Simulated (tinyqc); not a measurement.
Barrier and mass from two Fowler-Nordheim currents.

Inverse problem. Fowler-Nordheim tunnelling through a dielectric follows J = A F^2 exp(-B/F), A = q^2 me/(16 pi^2 hbar m1 phi1) (A/V^2 with phi1 in volts), B = (4/3) sqrt(m1/C) phi1^1.5 (V/nm), C = hbar^2/(2 m0). Find B, A, phi1 and m1.

Inputs (values chosen for the exercise):
- me = 1 m0 (emitter mass in the supply function)

Constants: q = 1.602176634e-19 C, hbar = 1.054571817e-34 J s, m0 = 9.1093837015e-31 kg, hbar^2/(2 m0) = 0.0380998212 eV nm^2. Results are converted to the units shown.

J at F = 0.66 and 1.47 V/nm (A/cm^2): [9.1762098e-11, 2.4957539]

Solution. The slope of ln(J/F^2) against 1/F is -B and the intercept gives A. A fixes the product m1 phi1, and B = (4/3) phi1 sqrt(m1 phi1/C) then gives phi1.

B = 26.86 V/nm
A = 9.955e-7 A/V^2
phi1 = 3.160 eV
m1 = 0.4900 m0

tinyqc, about 0.03 s, one thread, Intel Xeon 2.30GHz (shared host): `OMP_NUM_THREADS=1 python tinyqc.py 2540138 2540139 out.jsonl`
